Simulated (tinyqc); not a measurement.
Size effects in the resistivity of thin metal films and interconnect lines: one step, computed by the program tinyqc.

Electrons lose their drift at surfaces (a share 1 - p of the hits) and at grain boundaries (reflection R), besides bulk scattering. The line sits in a trench with a non-conducting liner on both walls and the bottom; the spacing equals the drawn width.

Question. Resistance and delay. Total: rho = rho_b [1 + surface excess + grain excess]; resistance per length rho/(w_m h_m); capacitance per length C = 2 k eps_0 (aspect ratio + 1/2), a parallel-plate estimate for two neighbours plus a fixed term for the planes above and below; delay 0.38 R C L^2; effective resistivity per drawn area.

Inputs (values chosen for the exercise, modelled on platinum):
```
quantity                          value         unit
bulk resistivity rho_b             10.4  microohm cm
aspect ratio (height over width)    2.7            -
line length                           5   micrometre
permittivity of the dielectric k    2.9            -
```

Geometry: line.

rho/rho_b from surfaces = 1.266654

rho/rho_b from grains = 1.482206

metal width w_m = 16.6 nm

metal height h_m = 52.3 nm

share of the trench filled by metal = 80.38704 %

Constants: eps_0 = 8.8541878128e-12 F/m.

Give: resistivity rho; resistance per length; capacitance per length; RC delay; effective resistivity per drawn area.

Answer.

resistivity rho = 18.19 microohm cm

resistance per length = 209.5 ohm/micrometre

capacitance per length = 0.1643 fF/micrometre

RC delay = 0.3271 ps

effective resistivity per drawn area = 22.63 microohm cm

Of the factor 2.18 over bulk, scattering gives 1.75 and the liner 1.24; within scattering, grain boundaries outweigh surfaces (0.48 against 0.27, grains first).
